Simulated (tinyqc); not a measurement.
# Tunnelling through a gate dielectric, WKB transmission and Tsu-Esaki current, step by step

tinyqc, about 0.03 s, one thread, Intel Xeon 2.30GHz (shared host): `OMP_NUM_THREADS=1 python tinyqc.py 2540167 2540168 out.jsonl` Printed values are rounded.

Electrons leave the emitter at x = 0. Energies E (motion across the layers) are in eV from the emitter Fermi level; the collector Fermi level lies at -V and offers states at every E. No charge in the dielectric and no image force: F1 = V/t1, U = phi1 - F1 x. With C = hbar^2/(2 m0), kappa = sqrt(m (U - E)/C) where U > E and 0 elsewhere; T(E) = exp(-S), S = 2 times the integral of kappa over x.

Inputs (values chosen for the exercise); dielectric values close to those of silicon nitride:
- T = 300 K (temperature)
- Ef = 5 eV (Fermi energy of the emitter above its band bottom)
- me = 1 m0 (emitter mass in the supply function)
- phi1 = 2.06 eV (barrier of layer 1 above the emitter Fermi level at zero bias)
- m1 = 0.49 m0 (tunnelling mass of layer 1)
- t1 = 3.2 nm (thickness of layer 1)
- V = 1.3 V (voltage across the dielectric)
- E = 0 eV (energy of the electron followed)
- nc = 9 (cells in each layer)
- Ea = -0.7 eV (lower end of the energy grid)
- Eb = 0.31 eV (upper end of the energy grid)
- nE = 15 (points of the energy grid)

Constants: q = 1.602176634e-19 C, kB = 1.380649e-23 J/K, hbar = 1.054571817e-34 J s, m0 = 9.1093837015e-31 kg, Vt = kB T/q, hbar^2/(2 m0) = 0.0380998212 eV nm^2. Results are converted to the units shown.

## Fields and band edges

F1 = V/t1, U = phi1 - F1 x.

F1 = 4.062500 MV/cm
U at x = t1 = 0.76 eV

## WKB exponent by the midpoint rule

Cut each layer into nc equal cells, take U and kappa at the cell centres, and sum S = 2 sum kappa h.

```
cell,x (nm),U (eV),kappa (1/nm)
0,0.177778,1.987778,5.056156
1,0.533333,1.843333,4.868986
2,0.888889,1.698889,4.674327
3,1.244444,1.554444,4.471201
4,1.600000,1.410000,4.258397
5,1.955556,1.265556,4.034384
6,2.311111,1.121111,3.797178
7,2.666667,0.976667,3.544131
8,3.022222,0.832222,3.271570
```

S = 27.00539
T(E) = 1.869427e-12

## WKB exponent in closed form

Each layer adds (2/F) sqrt(m/C) [G(u at its left edge) - G(u at its right edge)] to S, with u = U - E (0 where negative) and G(u) = (2/3) u^1.5. The slope follows from 1/d = -dS/dE.

S = 27.00194
T(E) = 1.875887e-12
energy d over which T(E) grows by a factor e = 0.10052 eV

The midpoint rule gives S = 27.005, so its T(E) is 0.34 % below this value. The band edge stays above E through the whole stack: direct tunnelling through a trapezoid.

## Current density on a coarse energy grid

J = J0 times the integral of T(E) N(E) dE, N = ln[(1 + exp(-E/Vt))/(1 + exp((-E - V)/Vt))], J0 = q^2 me m0 kB T/(2 pi^2 hbar^3) (times 1e-4 for A/cm^2 per eV), by Simpson's rule on nE equally spaced points from Ea to Eb.

```
point,E (eV),T(E),N,T(E) N
0,-0.7000000,3.794825e-15,27.07721,1.027533e-13
1,-0.6278571,6.793270e-15,24.28660,1.649854e-13
2,-0.5557143,1.229518e-14,21.49599,2.642970e-13
3,-0.4835714,2.251395e-14,18.70538,4.211319e-13
4,-0.4114286,4.174009e-14,15.91477,6.642838e-13
5,-0.3392857,7.841552e-14,13.12416,1.029138e-12
6,-0.2671429,1.494185e-13,10.33358,1.544028e-12
7,-0.1950000,2.890812e-13,7.543466,2.180674e-12
8,-0.1228571,5.685549e-13,4.760921,2.706845e-12
9,-0.0507143,1.138318e-12,2.093285,2.382824e-12
10,0.0214286,2.323759e-12,0.3622317,8.417393e-13
11,0.0935714,4.845897e-12,0.02644323,1.281411e-13
12,0.1657143,1.034634e-11,0.001643484,1.700406e-14
13,0.2378571,2.267817e-11,1.009611e-4,2.289612e-15
14,0.3100000,5.120266e-11,6.197662e-6,3.173368e-16
```

J0 = 4.183657e8 A/(cm^2 eV)
J = 3.764332e-4 A/cm^2

The integrand peaks at E = -0.123 eV among these points. A converged quadrature from -Ef to above the barrier gives 3.810e-4 A/cm^2; this grid is 1.2 % below that.
